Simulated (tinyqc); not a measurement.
What moves the results: thin-film optics by transfer matrices. A value that a table varies takes the place of the one given here.

Indices N = n + i k. Snell: N0 sin(theta) = N_j sin(theta_j), with Im(N_j cos theta_j) >= 0. Admittance y_j = N_j cos theta_j for s and N_j/cos theta_j for p. Phase delta_j = 2 pi N_j cos theta_j d_j/lambda. Layer matrix [[cos delta, -i sin delta/y], [-i y sin delta, cos delta]], multiplied from the top down to M. (B, C) = M (1, y_sub); r = (y0 B - C)/(y0 B + C), R = |r|^2, T = 4 Re y0 Re y_sub/|y0 B + C|^2, absorbed in the films 1 - R - T.

Ellipsometry: rho = tan(Psi) exp(i Delta) = -conj(r_p/r_s) with the r of the admittance formula, Delta in 0 to 360 degrees, so that a bare dielectric at small angles gives Delta = 180.

Parameters, chosen for this exercise (indices near those of HfO2, SiO2 on Al; not measured data): lam = 193 nm (vacuum wavelength); n0 = 1 (ambient index); n = (2.746, 1.561, 0.111) (n of HfO2, SiO2, substrate); k = (0.614, 0, 2.138) (k in the same order); d = (11.7, 3.4) nm (thicknesses, top first); theta = 75 degrees (angle of incidence); pol = s (polarisation).

## Swing curve: thickness of the top film

The first entry of d takes the values listed.

Stack:

| d_1 (nm) | R | T | absorbed |
|---|---|---|---|
| 11.7 | 0.5406 | 0.0164 | 0.4430 |
| 17.9 | 0.7452 | 0.0064 | 0.2484 |
| 24.2 | 0.7998 | 0.0042 | 0.1960 |
| 30.4 | 0.7799 | 0.0039 | 0.2163 |
| 36.6 | 0.6958 | 0.0040 | 0.3001 |
| 42.9 | 0.6217 | 0.0035 | 0.3748 |
| 49.1 | 0.6432 | 0.0024 | 0.3544 |
| 55.3 | 0.6897 | 0.0016 | 0.3086 |
| 61.6 | 0.7113 | 0.0012 | 0.2875 |
| 67.8 | 0.7047 | 0.0009 | 0.2944 |
| 74.0 | 0.6850 | 0.0008 | 0.3142 |
| 80.3 | 0.6730 | 0.0006 | 0.3264 |
| 86.5 | 0.6765 | 0.0005 | 0.3230 |

R swings between 0.5406 and 0.7998 on these points. The period is lambda/(2 Re(N_1 cos theta_1)) = 37.4 nm, six rows. The swing shrinks from 0.2592 in the first period to 0.0681 in the second, as the film absorbs the wave that returns from below. The swing ratio (max - min)/mean is 0.38.

## Angle of incidence

Both polarisations.

Stack:

| theta (degrees) | R_s | R_p | Psi | Delta |
|---|---|---|---|---|
| 0 | 0.2193 | 0.2193 | 45.00 | 180.00 |
| 15 | 0.2195 | 0.2099 | 44.36 | 182.78 |
| 30 | 0.2247 | 0.1827 | 42.04 | 192.31 |
| 45 | 0.2507 | 0.1432 | 37.08 | 212.67 |
| 55 | 0.2956 | 0.1207 | 32.58 | 236.32 |
| 60 | 0.3324 | 0.1173 | 30.71 | 252.34 |
| 65 | 0.3828 | 0.1257 | 29.81 | 271.01 |
| 70 | 0.4507 | 0.1549 | 30.39 | 291.05 |
| 75 | 0.5406 | 0.2205 | 32.56 | 310.62 |
| 80 | 0.6581 | 0.3485 | 36.04 | 328.53 |
| 85 | 0.8092 | 0.5835 | 40.34 | 344.75 |

R_s and R_p agree at normal incidence (0.2193). R_p is lowest at 60 degrees of those listed (0.1173), where R_s = 0.3324; the top film absorbs, so there is only a pseudo-Brewster minimum. R_s rises steadily with the angle.

## Sensitivity of the reflectance

R for both polarisations. Each row changes one parameter from the base and keeps the others.

Results:

| case | R_s | R_p | T_s |
|---|---|---|---|
| base | 0.5406 | 0.2205 | 0.0164 |
| d = (16.7, 3.4) nm | 0.7226 | 0.0779 | 0.0073 |
| n = (2.801, 1.561, 0.111) | 0.5696 | 0.2119 | 0.0153 |
| k = (0.614, 0, 2.362) | 0.5169 | 0.2305 | 0.0163 |
| lam = 198 nm | 0.5207 | 0.2321 | 0.0176 |
| theta = 80 degrees | 0.6581 | 0.3485 | 0.0121 |

The largest shifts from the base row, up to three for each result and ties (the steps differ in size, so this ranks the rows, not the parameters). R_s: d +0.1820, theta +0.1175, n +0.0290. R_p: d -0.1426, theta +0.1280, lam +0.0116. T_s: d -0.0091, theta -0.0043, lam +0.0012.

Program tinyqc; command `OMP_NUM_THREADS=1 python tinyqc.py 1650896 1650897 out.jsonl`; about 0.01 s on one thread of a shared Intel(R) Xeon(R) Processor @ 2.30GHz.
